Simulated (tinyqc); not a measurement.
Worked calculation: plane-wave Kohn-Sham cycle with exchange-only LDA in a layered model solid. One step of it, computed by the program tinyqc.

Question. Iteration 1: potential. V_H(G) = 4 pi rho(G)/G^2 for G != 0 (uniform background); v_x = -(3 rho/pi)^(1/3); V = V_ext + V_H + v_x; Fourier components f(G_m) = (1/N) sum_j f(x_j) exp(-i G_m x_j).

A solid whose potential varies along x alone (atomic units):

| parameter | value |
|---|---|
| period a | 12.700000 |
| cross-section of the cell | 8.000000 |
| electrons per cell | 2 |
| grid points | 16 |
| plane waves -n..n, n | 3 |
| k points | 2 |
| V1 in V1 cos(2 pi x/a) | -0.400000 |

density at the start, on the grid x_j = j a/N (e/bohr^3): 0.01968504  0.01968504  0.01968504  0.01968504  0.01968504  0.01968504  0.01968504  0.01968504  0.01968504  0.01968504  0.01968504  0.01968504  0.01968504  0.01968504  0.01968504  0.01968504

Give: Potentials on the grid; V(G_m), m = 0, 1, 2, ....

Answer.

Potentials on the grid (hartree):

| x | V_ext | V_H | v_x | V |
|---|---|---|---|---|
| 0.0000 | -0.4000 | 0.0000 | -0.2659 | -0.6659 |
| 0.7937 | -0.3696 | 0.0000 | -0.2659 | -0.6354 |
| 1.5875 | -0.2828 | 0.0000 | -0.2659 | -0.5487 |
| 2.3813 | -0.1531 | 0.0000 | -0.2659 | -0.4190 |
| 3.1750 | 0 | 0.0000 | -0.2659 | -0.2659 |
| 3.9688 | 0.1531 | 0.0000 | -0.2659 | -0.1128 |
| 4.7625 | 0.2828 | 0.0000 | -0.2659 | 0.0170 |
| 5.5563 | 0.3696 | 0.0000 | -0.2659 | 0.1037 |
| 6.3500 | 0.4000 | 0.0000 | -0.2659 | 0.1341 |
| 7.1437 | 0.3696 | 0.0000 | -0.2659 | 0.1037 |
| 7.9375 | 0.2828 | 0.0000 | -0.2659 | 0.0170 |
| 8.7312 | 0.1531 | 0.0000 | -0.2659 | -0.1128 |
| 9.5250 | 0 | 0.0000 | -0.2659 | -0.2659 |
| 10.3187 | -0.1531 | 0.0000 | -0.2659 | -0.4190 |
| 11.1125 | -0.2828 | 0.0000 | -0.2659 | -0.5487 |
| 11.9062 | -0.3696 | 0.0000 | -0.2659 | -0.6354 |

V(G_m), m = 0, 1, 2, ... (hartree): -0.2659  -0.2000  0.0000  0.0000  0.0000  0.0000  0.0000
